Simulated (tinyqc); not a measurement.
Quantum limit of the contact resistance of a two-dimensional channel: one step of the calculation.

Parabolic band with gv valleys, C = hbar^2/(2 m0), eta = (EF - Ec)/(kB T). Landauer picture: each mode conducts 2 q^2/h, and the contacts and the channel add incoherently in series, 1/Tt - 1 = 2 (1/tc - 1) + L/lam for the total transmission Tt.

Task. Resistances. RQ = (h/2q^2)/M for the whole device, R = RQ/Tt; the part of one contact is Rc = RQ (1/tc - 1/2) and the channel adds RQ L/lam.

Parameters, values chosen for the exercise:
```
symbol  value  unit                                meaning
tc          1                 transmission of each contact
lam        25    nm  back-scattering length of the channel
L          44    nm                         channel length
```

Constants: q = 1.602176634e-19 C, h = 6.62607015e-34 J s. Results are converted to the units shown.

M = 313.47296 1/um

Find: RQ; Rc; channel; R; Tt.

Result.

RQ = 41.172 ohm um
Rc = 20.586 ohm um
channel = 72.463 ohm um
R = 113.64 ohm um
Tt = 0.36232

The two contacts make up 36.2 % of R.

Computed by the program tinyqc: `OMP_NUM_THREADS=1 python tinyqc.py 2760103 2760104 out.jsonl`, one thread of a shared Intel Xeon 2.30GHz, about 0.01 s for the whole run.
